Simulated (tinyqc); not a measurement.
Carrier lifetime of an n-type layer with SRH, radiative, Auger and surface recombination: one step of the calculation.

Uniform excess density dn = dp (no trapping), n = n0 + dn, p = p0 + dn, Boltzmann statistics, full ionisation. Surfaces enter as a rate 2 S dn/d, which holds while diffusion to them is fast.

Problem. New dn. With e = n p - ni^2 = dn (n0 + p0 + dn): U_SRH = e/(tp0 (n + n1) + tn0 (p + p1)), U_rad = B e, U_Aug = (Cn n + Cp p) e, U_s = 2 S dn/d. Newton step on ln U(ln dn) = ln G, U the sum: k = d ln U/d ln dn (central difference over factors 1.0001), dn(new) = dn (G/U)^(1/k).

Values chosen for this exercise; band and dielectric values those of a made-up semiconductor:
- B = 2.31e-10 cm^3/s (radiative coefficient)
- Cn = 1.5e-30 cm^6/s (Auger coefficient (two electrons))
- Cp = 2.1e-31 cm^6/s (Auger coefficient (two holes))
- S = 700 cm/s (surface recombination velocity (both faces))
- d = 20 um (sample thickness)
- G = 1.8e23 cm^-3 s^-1 (generation rate)

dn at the start = 1e17 cm^-3
n0 = 1.1e17 cm^-3
p0 = 0.011537227 cm^-3
n1 = 0.29743676 cm^-3
p1 = 4.2667725e15 cm^-3
tn0 = 3.4965035e-4 s
tp0 = 1.1655012e-5 s

Wanted: U_SRH; U_rad; U_Aug; U_s; k; dn after iteration 1.

Solution.

U_SRH = 5.3978e20 cm^-3 s^-1
U_rad = 4.8510e24 cm^-3 s^-1
U_Aug = 7.0560e21 cm^-3 s^-1
U_s = 7.0000e22 cm^-3 s^-1
k = 1.4701
dn after iteration 1 = 1.0524e16 cm^-3

Numbers from tinyqc (`OMP_NUM_THREADS=1 python tinyqc.py 2300038 2300039 out.jsonl`; about 0.01 s on one thread of a shared Intel Xeon 2.30GHz).
